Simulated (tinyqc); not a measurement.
# Charge neutrality of a doped semiconductor with incomplete ionisation, step by step

A worked calculation. Computed by tinyqc, a small Python program that keeps every step. Command: `OMP_NUM_THREADS=1 python tinyqc.py 3029521 3029522 out.jsonl dopant walk`. One thread of a shared host (Intel(R) Xeon(R) Processor @ 2.30GHz), about 0.03 s of CPU time with the checks. Intermediate numbers are printed to about 6 digits and carried at full precision; extremes and crossings named in words are read from the listed rows.

Energies are counted from the top of the valence band; E_D is measured down from the conduction band and E_A up from the valence band.

Inputs (values chosen for the exercise, modelled on ZnSe):

| quantity | value | unit |
|---|---|---|
| gap at 0 K E_g0 | 2.85 | eV |
| Varshni alpha | 0.000717 | eV/K |
| Varshni beta | 305 | K |
| electron mass m_e | 0.154 | m_0 |
| valleys M_c | 1 | - |
| hole mass m_h | 0.771 | m_0 |
| donor density N_D | 9.6e+14 | cm^-3 |
| acceptor density N_A | 8.2e+13 | cm^-3 |
| donor depth E_D | 0.0257 | eV |
| acceptor depth E_A | 0.114 | eV |
| donor degeneracy g_D | 2 | - |
| acceptor degeneracy g_A | 4 | - |
| temperature T | 450 | K |
| iteration cap | 60 | - |

Doping: n-type, compensated. Statistics of the bands: Fermi-Dirac. Solver: Newton steps on the logarithm. Start of Newton steps: intrinsic level E_i.

ratios u of density to N: 0.021  0.061  0.18  0.54  1.6  4.8  14

Constants: m_0 = 9.1093837015e-31 kg; k_B = 1.380649e-23 J/K; h = 6.62607015e-34 J s; k_B = 8.617333262e-05 eV/K.

## Gap and effective densities of states

E_g = E_g0 - alpha T^2/(T + beta). N_c = 2 M_c (2 pi m_e k_B T/h^2)^(3/2) and N_v = 2 (2 pi m_h k_B T/h^2)^(3/2), masses in units of m_0. n_i = sqrt(N_c N_v) exp(-E_g/(2 k_B T)); E_i = E_g/2 + (k_B T/2) ln(N_v/N_c).

gap E_g = 2.65769 eV

N_c = 2.78606e+18 cm^-3

N_v = 3.12098e+19 cm^-3

k_B T = 0.0387780 eV

intrinsic density n_i = 12224.2 cm^-3

intrinsic level E_i = 1.37569 eV

## Charges at trial Fermi levels

n = N_c F_1/2((E_F - E_g)/k_B T), p = N_v F_1/2(-E_F/k_B T). F_1/2(eta) = (2/sqrt(pi)) int_0^infinity sqrt(x)/(1 + exp(x - eta)) dx, by the trapezoid rule in t = sqrt(x) with step 0.02 up to t = 12 (for eta < -12 by exp(eta) - exp(2 eta)/2^(3/2)). N_D+ = N_D/(1 + g_D exp((E_F - E_g + E_D)/k_B T)). N_A- = N_A/(1 + g_A exp((E_A - E_F)/k_B T)). Neutrality: p + N_D+ = n + N_A-; the log ratio is ln[(p + N_D+)/(n + N_A-)]. The last column is ln[(p + N_D+)/(n + N_A-)], which vanishes at neutrality; trial levels are the majority level plus multiples of k_B T, rounded to 0.1 meV.

Densities (cm^-3):

| E_F (eV) | n | p | N_D+ | N_A- | log ratio |
|---|---|---|---|---|---|
| 2.3993 | 3.55574e+15 | 4.20062e-08 | 9.55267e+14 | 8.20e+13 | -1.3371 |
| 2.5157 | 7.09318e+16 | 2.08781e-09 | 8.72980e+14 | 8.20e+13 | -4.3987 |
| 2.5932 | 4.95958e+17 | 2.82962e-10 | 5.53157e+14 | 8.20e+13 | -6.7988 |
| 2.6708 | 2.76390e+18 | 3.82514e-11 | 1.49051e+14 | 8.20e+13 | -9.8279 |
| 2.7483 | 9.30518e+18 | 5.18424e-12 | 2.33326e+13 | 8.20e+13 | -12.8962 |

The log ratio keeps its sign here: E_F lies below all these trials.

## Solving for the Fermi level

Newton steps from the start named, with the slope from a central difference of 1e-6 eV; the function is the log ratio y = ln[(p + N_D+)/(n + N_A-)]; the bracket -0.3 to E_g + 0.3 eV is narrowed by the sign of y at each step, and a step that would leave it is replaced by its midpoint; stop when |log ratio| < 1e-9.

Course of the iteration:

| step | E_F (eV) | log ratio |
|---|---|---|
| 1 | 1.37569 | 2.46021e+00 |
| 2 | 2.16669 | 2.35792e+00 |
| 3 | 2.56219 | -5.76723e+00 |
| 4 | 2.37884 | -8.23260e-01 |
| 5 | 2.34576 | -1.80623e-02 |
| 6 | 2.34500 | -1.52181e-05 |
| 7 | 2.34500 | -1.01414e-11 |

Fermi level E_F (last iterate) = 2.34500 eV

converged (1 yes, 0 no) = 1

steps = 7

Converged in 7 steps.

## Densities at the solution

The formulas are those given above.

majority density n = 8.76829e+14 cm^-3

minority density p = 1.70403e-07 cm^-3

ionised share of the donors = 0.998780

distance of E_F from the majority band edge = 0.312695 eV

n is 99.9 % of the net doping; n p / n_i^2 = 0.9999.

## The closed form for the extrinsic range

With Boltzmann statistics, no holes and every acceptor ionised, n (n + N_A) = n1 (N_D - N_A - n) with n1 = (N_c/g_D) exp(-E_D/k_B T). Take the positive root.

n1 = 7.18014e+17 cm^-3

n from the quadratic = 8.76829e+14 cm^-3

Against the full solution, 8.7683e14 cm^-3, the quadratic is off by 1.5e-5 %.

## Carrier density against temperature

Neutrality is solved by bisection at each T. The last column is -k_B d ln(n T^-3/2)/d(1/T) from this row and the one above; it turns negative as ionisation nears completion, when the density grows more slowly than that power of T.

Against temperature:

| T (K) | n (cm^-3) | E_F from the band edge (eV) | ionised share | activation energy (eV) |
|---|---|---|---|---|
| 11 | 9.57539e+04 | 0.024110 | 0.085417 | - |
| 14 | 4.58586e+07 | 0.023676 | 0.085417 | 0.0257000 |
| 19 | 1.97185e+10 | 0.022953 | 0.085437 | 0.0256988 |
| 27 | 3.34732e+12 | 0.021898 | 0.088903 | 0.0254591 |
| 43 | 1.36061e+14 | 0.023731 | 0.227147 | 0.0188020 |
| 66 | 5.15946e+14 | 0.032496 | 0.622860 | 0.0073391 |
| 99 | 7.82254e+14 | 0.050383 | 0.900265 | -0.0032763 |
| 150 | 8.56111e+14 | 0.083234 | 0.977199 | -0.0133752 |
| 300 | 8.75015e+14 | 0.192791 | 0.996891 | -0.0263142 |
| 600 | 8.77355e+14 | 0.439209 | 0.999328 | -0.0536197 |

Between the two coldest rows the activation energy is 0.0257 eV, 1.00 of the dopant depth: with compensation E_F is pinned at the level and the full depth shows. The density is within 10 % of the net doping from 150 K to 600 K.

## Reduced Fermi level from a carrier density

For u = density/N of the majority band, eta solves F_1/2(eta) = u (bisection). Boltzmann: ln u. Joyce-Dixon: ln u + u/sqrt(8) - 4.95009e-3 u^2 + 1.48386e-4 u^3 - 4.42563e-6 u^4. Degenerate limit: (3 sqrt(pi) u/4)^(2/3). The last column is (eta - ln u) k_B T.

Eta by four rules:

| u | density (cm^-3) | exact | Boltzmann | Joyce-Dixon | degenerate | Boltzmann error (meV) |
|---|---|---|---|---|---|---|
| 0.021 | 5.85072e+16 | -3.85581 | -3.86323 | -3.85581 | 0.09202 | 2.87827e-01 |
| 0.061 | 1.69949e+17 | -2.77533 | -2.79688 | -2.77533 | 0.18735 | 8.35603e-01 |
| 0.18 | 5.01490e+17 | -1.65132 | -1.71480 | -1.65132 | 0.38542 | 2.46163e+00 |
| 0.54 | 1.50447e+18 | -0.42669 | -0.61619 | -0.42669 | 0.80171 | 7.34837e+00 |
| 1.6 | 4.45769e+18 | 1.02360 | 0.47000 | 1.02360 | 1.65388 | 2.14672e+01 |
| 4.8 | 1.33731e+19 | 3.16593 | 1.56862 | 3.16568 | 3.44021 | 6.19406e+01 |
| 14 | 3.90048e+19 | 6.90140 | 2.63906 | 6.85574 | 7.02279 | 1.65285e+02 |

Boltzmann statistics place E_F within 1 meV of the exact value up to u = 0.0610 of those listed and miss by 165 meV at u = 14. Joyce-Dixon stays within 0.01 in eta up to u = 4.80; the degenerate limit is still 1.8 % high at the last u. A parabolic band is assumed throughout.

Checks made by the program: neutrality at the solution (relative difference 5e-10).
